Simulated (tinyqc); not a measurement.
Ballistic Schottky-barrier transistor with a two-dimensional channel, WKB contacts: two steps of the calculation.

Source Fermi level 0, drain Fermi level -Vd. Far from the contacts Ec = pn - psi, and the gate moves psi one to one; the band edges relax as exp(-x/lam) from pn at the source and pn - Vd at the drain; Ev = Ec - Eg. A carrier of energy w inside the channel band meets at a contact a barrier of height D (the contact edge beyond the channel edge): T = 1 for w >= D, else exp(-S), S = 4 lam sqrt(m/C) [sqrt(D - w) - sqrt(w) arctan sqrt((D - w)/w)], C = hbar^2/(2 m0). The two contacts combine as Ts Td/(Ts + Td - Ts Td).

Parameters, values chosen for the exercise; channel values close to those of a black phosphorus layer: temperature T = 300 K; barrier for electrons at both contacts pn = 0.28 eV; electron mass mn = 0.17 m0; valleys or subbands g = 1; screening length at the contacts lam = 4.6 nm; drain bias Vd = 0.1 V; band shift psi of the channel by the gate ps = 0.4 V; energy of one carrier inside the channel band w0 = 0.28 eV; upper end of the grid wm = 0.58 eV; points of the grid nE = 15.

Constants: q = 1.602176634e-19 C, kB = 1.380649e-23 J/K, hbar = 1.054571817e-34 J s, h = 6.62607015e-34 J s, m0 = 9.1093837015e-31 kg, Vt = kB T/q, hbar^2/(2 m0) = 0.0380998212 eV nm^2. Results are converted to the units shown.

Task 1. Transmission of one of the electrons. S and T at both contacts for w = w0, and the tunnelling distance lam ln(D/w) at the higher barrier.

D for electrons (eV): source 0.40000000, drain 0.30000000

Wanted: S at the source; S at the drain; combined T; tunnelling distance.

Result 1.

S at the source = 1.543
S at the drain = 0.1255
combined T = 0.2078
tunnelling distance = 1.641 nm

Task 2. Current of the electrons on a coarse grid. I/W = g (2 q^2/h) int T(w) [N(Es + w) - N(Ed + w)] dw with w the energy of motion along the channel, N(y) = (1/2 pi) sqrt(pi m kB T/C) Fm(-y/kB T), Fm(x) = (1/sqrt(pi)) int_0^infinity u^(-1/2)/(1 + exp(u - x)) du. Electrons: Ds = psi, Dd = psi - Vd, Es = Ec, Ed = Ec + Vd. Holes: Ds = -psi, Dd = Vd - psi, Es = -Ev, Ed = -Ev - Vd. The size of each current is taken; both flow from drain to source and add. Simpson's rule on nE equally spaced w from 0 to wm.

Find: w; Ts; Td; T; size of the supply difference; current.

Result 2.

```
point  w (eV)         Ts         Td          T  size of the supply difference (1/um)
0      0.0000  2.110e-11  5.683e-10  2.035e-11                                 138.7
1      0.0414   1.457e-6   3.201e-5   1.393e-6                                 146.7
2      0.0829   6.768e-5   0.001196   6.406e-5                                 109.1
3      0.1243   9.240e-4    0.01290   8.630e-4                                 50.40
4      0.1657   0.006582    0.07090   0.006060                                 14.27
5      0.2071    0.03046     0.2448    0.02785                                 3.146
6      0.2486     0.1021     0.5816    0.09509                                0.6459
7      0.2900     0.2627     0.9572     0.2596                                0.1306
8      0.3314     0.5348      1.000     0.5348                               0.02632
9      0.3729     0.8616      1.000     0.8616                              0.005302
10     0.4143      1.000      1.000      1.000                              0.001068
11     0.4557      1.000      1.000      1.000                              2.150e-4
12     0.4971      1.000      1.000      1.000                              4.330e-5
13     0.5386      1.000      1.000      1.000                              8.721e-6
14     0.5800      1.000      1.000      1.000                              1.756e-6
```

current = 1.092 uA/um

Range of the model: No scattering, image-force lowering, channel charge or band-to-band tunnelling; parabolic kappa overstates S deep in the gap.

Program tinyqc, `OMP_NUM_THREADS=1 python tinyqc.py 2390006 2390007 out.jsonl`; Intel Xeon 2.30GHz, shared host, one thread, about 0.3 s.
